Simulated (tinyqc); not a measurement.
Worked calculation: five-level k.p model folded onto the conduction band. Values are carried at full precision from step to step, so a last printed digit may differ when a step is redone from the rounded ones.

Second-order sums for the lowest conduction level at E: 1/m = 1 + Cm + (Ep/3)(2/E + 1/(E + Dso)) - (Ep2/3)(2/(E7 + D2 - E) + 1/(E7 - E)); g/2 = 1 + Cg - (Ep/3)(1/E - 1/(E + Dso)) - (Ep2/3)(1/(E7 - E) - 1/(E7 + D2 - E)). E is counted from the top of the valence band; E = Eg at the edge.

Constants: hbar^2/2m0 = 3.80998211 eV angstrom^2.

Inputs chosen for the exercise (near those of InSb; the results hold for these values, not for the real material): Eg = 0.236 eV (gap at Gamma to the s-like level); Dso = 0.831 eV (spin-orbit splitting); Ep = 23.1 eV (Kane energy); E7 = 3.25 eV (upper Gamma7 conduction level, from the valence top); D2 = 0.34 eV (its spin-orbit splitting, Gamma8 above Gamma7); Ep2 = 3.5 eV (Kane energy to the upper levels); Cm = -1 (remote term in 1/m); Cg = -0.02 (remote term in g/2); k = 0.015 1/angstrom (wave vector along z).

## Mass and g factor term by term

Evaluate at E = Eg.

Terms:

| level | part of 1/m | part of g |
|---|---|---|
| free + remote | 0.0000 | 1.9600 |
| Gamma8 valence | 65.2542 | -65.2542 |
| Gamma7 valence | 7.2165 | 14.4330 |
| Gamma8 upper | -0.6957 | 0.6957 |
| Gamma7 upper | -0.3871 | -0.7742 |

m = 0.0140 m0
g = -48.940

The valence levels give 72.47 to 1/m and the upper levels take 1.08 away. In g the two valence terms nearly cancel when Dso is small against Eg; here Dso/Eg = 3.52 and they leave -50.821, the upper pair -0.078.

## The matrix at one k

For k along z and one spin sector the level c couples to four states. With c0 = hbar^2/2m0, P = sqrt(Ep c0), P2 = sqrt(Ep2 c0): diagonal Eg + (1 + Cm) c0 k^2 for c, and 0, -Dso, E7 + D2, E7 for lh, so, G8 up, G7 up (their own dispersion is left out); couplings of c: sqrt(2/3) P k to lh, sqrt(1/3) P k to so, sqrt(2/3) P2 k to G8 up, sqrt(1/3) P2 k to G7 up (phases chosen real).

Fill in the matrix.

H (eV):
```
             c       lh        so    G8 up    G7 up
c      0.23600  0.11490   0.08125  0.04472  0.03162
lh     0.11490        0         0        0        0
so     0.08125        0  -0.83100        0        0
G8 up  0.04472        0         0  3.59000        0
G7 up  0.03162        0         0        0  3.25000
```

## Exact folding onto c

Solve E = H_cc + S(E), S(E) = sum_j H_cj^2/(E - H_jj), from E = H_cc, by plain substitution and by Newton steps on E - H_cc - S(E). The weight of c in the state is Z = 1/(1 - dS/dE). The exact level is the third eigenvalue of H from below.

Iterates (eV):

| step | substitution | Newton |
|---|---|---|
| 0 | 0.23600 | 0.23600 |
| 1 | 0.29720 | 0.28523 |
| 2 | 0.28532 | 0.28696 |
| 3 | 0.28724 | 0.28697 |
| 4 | 0.28692 | 0.28697 |
| 5 | 0.28697 | 0.28697 |
| 6 | 0.28696 | 0.28697 |
| 7 | 0.28697 | 0.28697 |

exact level = 0.28697 eV
Z = 0.8577

Substitution multiplies the error by about dS/dE = 1 - 1/Z = -0.166 a step, so it alternates; after 7 steps it is off by 2.1e-07 eV, while Newton is within 1e-5 eV from step 2 on.

## Loewdin series

Expanding E = H_cc + S(E) about Eg in powers of k^2, with s_n = sum_j H_cj^2/(Eg - H_jj)^n: order k^2: e2 = (1 + Cm) c0 k^2 + s1; order k^4: e4 = -s2 e2; order k^6: e6 = s3 e2^2 + s2^2 e2.

Give each order and the partial sums, counted from Eg.

s1 (eV), s2 (no unit), s3 (1/eV); (1 + Cm) c0 k^2 is H_cc - Eg: 0.06120  0.24312  1.00971

e2, e4, e6 (eV): 0.06120  -0.01488  0.00740

partial sums (eV): 0.06120  0.04632  0.05372

The exact value is 0.05097 eV; the errors of the partial sums are +10.23, -4.65 and +2.75 meV.

## Checks

- Curvature of the exact level at small k against the sum for 1/m: 71.387 against 71.388.

Run: tinyqc, `OMP_NUM_THREADS=1 python tinyqc.py 1081562 1081563 out.jsonl`; Intel(R) Xeon(R) Processor @ 2.30GHz, one thread, shared host; about 0.01 s of CPU time with all checks.
